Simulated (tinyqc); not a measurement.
Surface segregation during layer-by-layer epitaxy: two-layer exchange kinetics and the shape of quantum wells and delta layers: one step, computed by the program tinyqc. Command: `OMP_NUM_THREADS=1 python tinyqc.py 3016980 3016981 out.jsonl mbeseg walk`. One thread of a shared host (Intel(R) Xeon(R) Processor @ 2.30GHz), about 0.01 s of CPU time with the checks.

Atoms A and B exchange only between the growing layer and the one below it. B is supplied for N layers, then pure A follows.

Task: The second layer. Each layer is deposited complete with B share x_dep and then exchanges for the time tau = 1/G with the layer below, whose share is b (total c = s + b fixed): ds/dt = p1 b (1 - s) - p2 s (1 - b), s(0) = x_dep. With the roots s1 < s2 of the right side, (s - s1)/(s - s2) = [(s(0) - s1)/(s(0) - s2)] exp(-(p1 - p2)(s2 - s1) tau). The lower layer is then buried with c - s, and s becomes the b of the next layer. Layer 1 is deposited on pure A with share x0; with nothing to lift from below, take b = 0 and s(0) = x0 for it. Then layer 2 has x_dep = x0.

Inputs (values chosen for the exercise, close to those used for antimony in silicon):
```
quantity                                   value      unit
growth rate G                               0.44  layers/s
share x0 of B in the flux during the well    0.2         -
layers in the well N                           6         -
temperature T                                450         C
```

p1 = 0.1763441 1/s

p2 = 1.600383e-05 1/s

Give: share in layer 1 after its exchange; root s1 for layer 2; root s2 for layer 2; share in layer 2 after its exchange; share buried in layer 1.

Result:

share in layer 1 after its exchange = 0.2000

root s1 for layer 2 = 0.3999

root s2 for layer 2 = 1.000

share in layer 2 after its exchange = 0.2532

share buried in layer 1 = 0.1468
